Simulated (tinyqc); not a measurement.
# The Fermi level, mass and scattering length from S, n and sigma

Inverse problem. Bulk parabolic band, x = (E - Ec)/kB T, C = hbar^2/(2 m0), kB T in eV. Modes per area gv m kB T x/(4 pi C) times the back-scattering length l0 x^rr give the transport function s0 X(x), s0 = (2 q^2/h) gv m kB T l0/(4 pi C), X = x^(1 + rr). I_k = int X (x - eta)^k w dx, w = 1/(4 cosh^2((x - eta)/2)). sigma = s0 I_0, S = -(kB/q) I_1/I_0; n = 2 gv (m kB T/(4 pi C))^1.5 F(eta), F(y) = (2/sqrt(pi)) int_0^infinity sqrt(u)/(1 + exp(u - y)) du. Find eta, m and l0.

Inputs (values chosen for the exercise): temperature T = 700 K; valleys gv = 3; energy exponent of that length rr = 2.

Constants: q = 1.602176634e-19 C, kB = 1.380649e-23 J/K, hbar = 1.054571817e-34 J s, h = 6.62607015e-34 J s, m0 = 9.1093837015e-31 kg, Vt = kB T/q, hbar^2/(2 m0) = 0.0380998212 eV nm^2. Results are converted to the units shown.

S = -320.91309 uV/K
n = 1.3136345e20 cm^-3
sigma = 2677.4186 S/cm

Solution. |S| falls steadily as eta rises and depends on nothing else, so it fixes eta; n then gives m, and sigma gives l0.

eta = 0.600
m = 0.550 m0
l0 = 1.80 nm

Program tinyqc, `OMP_NUM_THREADS=1 python tinyqc.py 2800107 2800108 out.jsonl`; Intel Xeon 2.30GHz, shared host, one thread, about 0.1 s.
